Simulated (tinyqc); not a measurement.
Internal loss and injection efficiency from two cavity lengths.

Problem. The differential efficiency of both facets obeys 1/eta_d = (1/eta)[1 + 2 ai Lc/ln(1/(R1 R2))]. Find eta and ai.

Values chosen for this exercise:

| symbol | value | unit | meaning |
|---|---|---|---|
| R1 | 0.05 |  | front reflectance |
| R2 | 0.95 |  | back reflectance |

differential efficiency at Lc = 300 and 750 um: [0.85627751, 0.81022768]

Solution. 1/eta_d is linear in Lc: the intercept is 1/eta, and slope over intercept is 2 ai/ln(1/(R1 R2)).

eta = 0.890
ai = 2.00 1/cm

tinyqc, about 0.01 s, one thread, Intel Xeon 2.30GHz (shared host): `OMP_NUM_THREADS=1 python tinyqc.py 2840126 2840127 out.jsonl`
